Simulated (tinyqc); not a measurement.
Chemical-mechanical planarisation: Preston law, pattern density and step-height reduction: one step, computed by the program tinyqc.

A row of 12 cells, repeated periodically, holds raised features that cover a share rho of each cell.

Problem. Effective density. The stiff pad averages the density: rho_eff(i) = sum_j w_ij rho_j / sum_j w_ij, w = exp(-2 d^2/L^2), L the planarisation length and d the distance between cell centres, summed over all periodic images of cell j.

Inputs (values chosen for the exercise, close to those used for oxide polishing): cell size = 1.1 mm; planarisation length = 2.4 mm.

local pattern densities, cell by cell: [0.6, 0.9, 0.7, 0.2, 0.9, 0.2, 0.5, 0.2, 0.1, 0.9, 0.9, 0.4]

Give: normalised weights (images included) for cells 0, 1, 2, ... apart; effective densities.

Solution.

normalised weights (images included) for cells 0, 1, 2, ... apart: [0.3657, 0.2402, 0.0681, 0.0083, 0.0004, 0.0000, 0.0000]

effective densities: [0.6503, 0.6978, 0.6281, 0.5419, 0.5165, 0.4442, 0.3570, 0.3075, 0.4019, 0.6199, 0.6988, 0.6361]

Local densities span 0.1 to 0.9, effective ones 0.307 to 0.699.
